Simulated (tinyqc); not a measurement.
## Van der Pauw, Hall and four-point-probe measurements on a doped layer: correction factor against the shape of the sample

A uniform p-type layer with sheet resistance Rs = 1/(q ns mu), point contacts, low field (mu B small).

Rs = 1/(q ns mu). For a rectangle with contacts at the corners, RA = (8 Rs/pi) sum_(k>=0) ln coth((2k + 1) pi a/(2 b)) with current along a short side b and voltage along the opposite one, RB the same with a and b exchanged. ar = a/b. F = Rs/[(pi/ln 2)(RA + RB)/2]; small-asymmetry estimate 1 - (ln 2/2) d^2 - ((ln 2)^2/4 - (ln 2)^3/12) d^4 with d = (RB - RA)/(RB + RA).

Parameters, values chosen for the exercise: sheet density of the layer ns = 7.3e11 cm^-2; drift mobility mu = 57 cm^2/(V s).

Constants: q = 1.602176634e-19 C. Results are converted to the units shown.

Result of one run:

| ar | RA (ohm) | RB (ohm) | RB/RA | F | estimate of F |
|---|---|---|---|---|---|
| 1.43 | 8552.2 | 86323 | 10.094 | 0.69766 | 0.72542 |

What becomes of these results when the side ratio a/b of a rectangular sample with corner contacts ar is changed from 1.43 to 1.86, all else the same?

Result of the changed run:

| ar | RA (ohm) | RB (ohm) | RB/RA | F | estimate of F |
|---|---|---|---|---|---|
| 1.86 | 2214.8 | 1.4772e5 | 66.699 | 0.44146 | 0.59168 |

The whole series:

| ar | RA (ohm) | RB (ohm) | RB/RA | F | estimate of F |
|---|---|---|---|---|---|
| 1 | 33095 | 33095 | 1.0000 | 1.0000 | 1.0000 |
| 1.14 | 21287 | 48818 | 2.2933 | 0.94416 | 0.94436 |
| 1.29 | 13280 | 67586 | 5.0894 | 0.81853 | 0.82491 |
| 1.43 | 8552.2 | 86323 | 10.094 | 0.69766 | 0.72542 |
| 1.57 | 5508.3 | 1.0584e5 | 19.215 | 0.59443 | 0.65773 |
| 1.71 | 3548.1 | 1.2588e5 | 35.479 | 0.51141 | 0.61668 |
| 1.86 | 2214.8 | 1.4772e5 | 66.699 | 0.44146 | 0.59168 |
| 2 | 1426.6 | 1.6833e5 | 117.99 | 0.38992 | 0.57867 |

RB/RA rises from 1.00 to 118 and F falls from 1.00 to 0.390. The estimate is 0.78 % above F at a/b = 1.29 and 48 % above it in the last row. RA shrinks about as exp(-pi a/b): by a factor of 1.55 between the last two rows, against 1.55.

Program tinyqc, `OMP_NUM_THREADS=1 python tinyqc.py 2850118 2850119 out.jsonl`; Intel Xeon 2.30GHz, shared host, one thread, about 0.02 s.
